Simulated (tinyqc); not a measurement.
MOS capacitor with interface traps: C-V stretch-out, conductance peak and subthreshold swing: one step, computed by the program tinyqc. Command: `OMP_NUM_THREADS=1 python tinyqc.py 3009744 3009745 out.jsonl mostraps walk`. One thread of a shared host (Intel(R) Xeon(R) Processor @ 2.30GHz), about 0.01 s of CPU time with the checks.

Energies at the interface are counted from the valence band. psi > 0 means bending towards depletion, so the surface potential is -psi. Boltzmann statistics, full ionisation, no quantum confinement. Traps are neutral when filled up to E_n, with a sharp (zero-temperature) occupation.

Task: Substrate and insulator. N_c = 2 M_c (2 pi m_e k_B T/h^2)^(3/2) and N_v = 2 (2 pi m_h k_B T/h^2)^(3/2), masses in units of m_0. n_i = sqrt(N_c N_v) exp(-E_g/2 k_B T); E_F = E_g - k_B T ln(N_c/N); phi_B = (k_B T/e) ln(N/n_i); L_D = sqrt(eps_s eps_0 k_B T/(e^2 N)); C_ox = eps_ox eps_0/t_ox.

Inputs (values chosen for the exercise, modelled on GaN, with an insulator like Si3N4):

| quantity | value | unit |
|---|---|---|
| gap E_g | 3.5 | eV |
| electron mass m_e | 0.194 | m_0 |
| valleys M_c | 1 | - |
| hole mass m_h | 1.41 | m_0 |
| dielectric constant eps_s | 9.51 | - |
| doping N | 1.1e+17 | cm^-3 |
| insulator constant eps_ox | 7.4 | - |
| insulator thickness t_ox | 53 | nm |
| temperature T | 300 | K |

Substrate: n-type. Trap spectrum: flat.

Constants: m_0 = 9.1093837015e-31 kg; k_B = 1.380649e-23 J/K; h = 6.62607015e-34 J s; k_B = 8.617333262e-05 eV/K; eps_0 = 8.8541878128e-12 F/m; e = 1.602176634e-19 C.

Give: k_B T; n_i; bulk E_F; phi_B; Debye length L_D; C_ox; effective density of states of the majority band.

Result:

k_B T = 0.02585 eV

n_i = 3.790e-11 cm^-3

bulk E_F = 3.423 eV

phi_B = 1.635 V

Debye length L_D = 11.11 nm

C_ox = 0.1236 microF/cm^2

effective density of states of the majority band = 2.144e+18 cm^-3

Caution: the bulk E_F lies within 3 k_B T of the majority band, where the dopants may be only partly ionised.
